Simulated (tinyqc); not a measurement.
Correlation length: interface roughness in a thin film (subband fluctuation and scattering).

Square well of width t, barriers V0, c = hbar^2/2m0: E1 solves k t + 2 atan[(k/mz)/(kappa/mb)] = pi, k = sqrt(mz E/c), kappa = sqrt(mb (V0 - E)/c). One interface is rough, so the subband edge fluctuates by G dt with G = |dE1/dt| (central difference of 0.01 angstrom; 2 E1/t for hard walls).

Gaussian roughness spectrum S(q) = pi D^2 Lc^2 exp(-q^2 Lc^2/4). Degenerate gas, taken to fill one subband (the second starts to fill once c kF^2/md exceeds E2 - E1, which is not tested here): kF = sqrt(2 pi Ns/gv), q = 2 kF sin(theta/2), 1/tau = (md/(2 pi c hbar)) G^2 times the integral from 0 to pi of S(q)(1 - cos theta)/eps(q)^2 dtheta, eps(q) = 1 + qs/q with screening (qs = gv md q0/(c eps), q0 = e^2/(4 pi eps0), form factors left out, which overstates the screening; other scattering is left out too, so these values lie far above measured mobilities in all but the thinnest films) or 1 without; mobility = tau c2/md with c2 = e/m0 = 1.75882e15 cm^2/(V s^2); 1e12/cm^2 = 1e-4/angstrom^2.

Constants: hbar^2/2m0 = 3.80998211 eV angstrom^2; hbar = 6.58211957e-16 eV s; e^2/(4 pi eps0) = 14.39964547 eV angstrom.

Values chosen for the exercise (near those of a thin Ge channel on (111), one valley; the results hold for these values, not for the real material):
```
symbol  value                         unit         meaning
t       38                            angstrom     film thickness
mz      1.562                         m0           confinement mass
V0      2.17                          eV           barrier
mb      0.31                          m0           barrier mass
md      0.084                         m0           mass in the plane
gv      1                                          valleys
D       1.5                           angstrom     rms height of the roughness
Ns      1.2                           x 1e12/cm^2  sheet density
eps     12.1                                       mean dielectric constant at the channel
Ll      (5, 10, 16, 25, 40, 65, 100)  angstrom     correlation lengths
```

Fixed D; bare and screened mobility.

Results:
```
Lc (angstrom),kF Lc,bare mobility (cm^2/(V s)),screened mobility (cm^2/(V s))
5,0.14,1.08e+07,2.68e+07
16,0.44,1.20e+06,3.00e+06
25,0.69,6.03e+05,1.53e+06
40,1.10,3.91e+05,1.03e+06
65,1.78,4.66e+05,1.44e+06
100,2.75,8.54e+05,3.90e+06
```

Give the missing row, Lc (angstrom) = 10.

Computed row:
```
Lc (angstrom)  kF Lc  bare mobility (cm^2/(V s))  screened mobility (cm^2/(V s))
10              0.27                    2.82e+06                        7.01e+06
```

The bare mobility is lowest at Lc = 40 angstrom of those listed (kF Lc = 1.10). The screened mobility is lowest at Lc = 40 angstrom of those listed (kF Lc = 1.10). Short roughness averages out (mobility as 1/Lc^2; the first two rows give exponent -1.94), and long roughness deflects only by small angles (bare mobility rising as Lc; the last two rows give 1.40).

Computed by tinyqc, a small Python program: `OMP_NUM_THREADS=1 python tinyqc.py 1250478 1250479 out.jsonl` (the numbers bound the seed that draws the inputs); one thread of a shared host (Intel(R) Xeon(R) Processor @ 2.30GHz), about 0.01 s for the whole set of steps.
